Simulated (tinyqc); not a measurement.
Two-valley model of the transferred-electron effect: one step, computed by the program tinyqc. Command: `OMP_NUM_THREADS=1 python tinyqc.py 3003859 3003860 out.jsonl gunn walk`. One thread of a shared host (Intel(R) Xeon(R) Processor @ 2.30GHz), about 0.01 s of CPU time with the checks.

Both kinds of valley share one electron temperature T_e, and each has a constant mobility.

Task: Equilibrium. Density-of-states ratio R = Z (m2/m1)^(3/2); n2/n1 = R exp(-dE/(k_B T_e)); mean mobility mu = (mu1 + mu2 n2/n1)/(1 + n2/n1); energy balance e mu F^2 = (3/2) k_B (T_e - T)/tau_E; v = mu F.

Inputs (values chosen for the exercise, modelled on GaAs):

| quantity | value | unit |
|---|---|---|
| central-valley mass m1 | 0.067 | m_0 |
| satellite-valley mass m2 | 0.22 | m_0 |
| satellite valleys Z | 4 | - |
| valley separation dE | 0.31 | eV |
| central-valley mobility mu1 | 7300 | cm^2/(V s) |
| satellite-valley mobility mu2 | 190 | cm^2/(V s) |
| lattice temperature T | 400 | K |

Solver: bisection.

Constants: k_B = 8.617333262e-05 eV/K.

Give: R; n2/n1 without field; low-field mobility.

Result:

R = 23.800

n2/n1 without field = 0.0029563

low-field mobility = 7279.0 cm^2/(V s)

dE is 9.0 k_B T, so the satellites are empty without field.
